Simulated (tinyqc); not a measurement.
# Charge imbalance from the loss of breakdown voltage

Question. In a superjunction of pillar doping N and length Lp an imbalance dl lowers BV by q |dl| N Lp^2/(4 eps0 eps_r), as long as the field reaches through the pillar. Find |dl| and the net dose error |dl| N wp.

Parameters, values chosen for the exercise: relative permittivity of the semiconductor eps_r = 12; width of each pillar wp = 3 um.

Constants: q = 1.602176634e-19 C, eps0 = 8.8541878128e-14 F/cm where lengths are in cm. Results are converted to the units shown.

BV balanced and BV measured (V): 720  508.01061
N = 9.8147965e15 cm^-3
Lp = 35.682062 um

Answer. The loss is linear in |dl|; its sign cannot be told from BV.

|dl| = 4.50 %
dose error = 1.32e11 cm^-2

tinyqc, about 0.01 s, one thread, Intel Xeon 2.30GHz (shared host): `OMP_NUM_THREADS=1 python tinyqc.py 2590149 2590150 out.jsonl`
